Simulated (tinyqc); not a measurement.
Current crowding under a contact, resistor ladder against the transmission-line model: two steps of the calculation.

A metal contact of length d and width W on a thin layer of the same width. The metal has no resistance, the sheet resistance under it equals Rsh, and current enters the layer at the front edge x = 0.

Values chosen for this exercise: sheet resistance of the semiconductor layer Rsh = 42 ohm/sq; specific contact resistivity rc = 1.6e-8 ohm cm^2; contact length d = 0.19 um; contact width W = 1.1 um; cells n = 9; current I = 5 mA.

Problem 1. Voltages and the share of the current. Cut the contact into n cells of length hc = d/n. Neighbouring cell centres are joined by a = W/(Rsh hc), each centre joins the metal (0 V) by g = W hc/rc, and I enters cell 1 through half a cell: -a v_(i-1) + b_i v_i - a v_(i+1) = I for i = 1 and 0 otherwise, b_i = g + 2 a (g + a at both ends). Rc = v_1/I + 1/(2 a). Cell i passes g v_i to the metal.

a = 1.2406015 S
g = 0.014513889 S
b_i, cell 1 to 9 (S): 1.2551154  2.4957169  2.4957169  2.4957169  2.4957169  2.4957169  2.4957169  2.4957169  1.2551154

Wanted: v_i; share of the current; Rc of the ladder.

Solution 1.

```
cell  v_i (mV)  share of the current (%)
1       47.739                    13.857
2       44.267                    12.850
3       41.313                    11.992
4       38.842                    11.275
5       36.826                    10.690
6       35.241                    10.230
7       34.068                     9.889
8       33.293                     9.664
9       32.908                     9.553
```

Rc of the ladder = 9.9508 ohm

The first cell passes 13.9 % of the current and the last 9.55 %; an even spread would give 11.1 % each.

Problem 2. The transmission-line result. Transfer length Lt = sqrt(rc/Rsh); front resistance Rc = (Rsh Lt/W) coth(d/Lt); end resistance Re = (Rsh Lt/W)/sinh(d/Lt). v(x) = I (Rsh Lt/W) cosh((d - x)/Lt)/sinh(d/Lt) at the cell centres x = (i - 1/2) d/n.

Find: Lt; Rc; Re; v(x).

Solution 2.

Lt = 0.1952 um
Rc = 9.934 ohm
Re = 6.568 ohm
v(x), cell 1 to 9 (mV): 47.72  44.25  41.30  38.82  36.81  35.22  34.05  33.27  32.89

The ladder's Rc is 0.17 % above this value, with cells 0.11 Lt long.

Computed by the program tinyqc: `OMP_NUM_THREADS=1 python tinyqc.py 2760010 2760011 out.jsonl`, one thread of a shared Intel Xeon 2.30GHz, about 0.01 s for the whole run.
